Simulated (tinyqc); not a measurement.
# Trap density and cross-section from triangular pulses

Problem. In charge pumping, for a flat interface trap density D0 and a symmetric triangular wave, Qcp = -2 q A D0 Vt ln[vth s ni (dV/Va)/(2 f)], with s the geometric mean cross-section. Find D0, the frequency f0 where the line meets zero, and s.

Parameters, values chosen for the exercise: temperature T = 300 K; gate area A = 0.81 um^2; thermal velocity at 300 K, one nominal value for electrons and holes vth = 2e7 cm/s; Vth - Vfb dV = 1.12 V; pulse height Va = 3.1 V.

Constants: q = 1.602176634e-19 C, kB = 1.380649e-23 J/K, Vt = kB T/q. Results are converted to the units shown.

Qcp at f = 10000 and 5e5 Hz (fC): [0.011317827, 0.018142696]
ni = 7.3048853e9 cm^-3

Solution. Qcp is linear in ln f: the slope gives D0 and the zero gives s = 2 f0 Va/(vth ni dV).

D0 = 2.60e10 cm^-2 eV^-1
f0 = 15.2 Hz
s = 5.77e-16 cm^2

tinyqc, about 0.01 s, one thread, Intel Xeon 2.30GHz (shared host): `OMP_NUM_THREADS=1 python tinyqc.py 2030085 2030086 out.jsonl`
